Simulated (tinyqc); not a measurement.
Ten-year voltage from two stress tests.

Inverse problem. Lifetimes follow tau = t0 exp(B/Vd). Ten years are 3.15576e8 s. Find B, t0 and the drain voltage for ten years.

lifetimes at Vd = 4.9 and 5.6 V (s): 3.4e5  29369.7733

Solution. ln(tau) is linear in 1/Vd.

B = 96.0 V
t0 = 0.00105 s
ten-year voltage = 3.63 V

Computed by the program tinyqc: `OMP_NUM_THREADS=1 python tinyqc.py 2550064 2550065 out.jsonl`, one thread of a shared Intel Xeon 2.30GHz, about 0.01 s for the whole run.
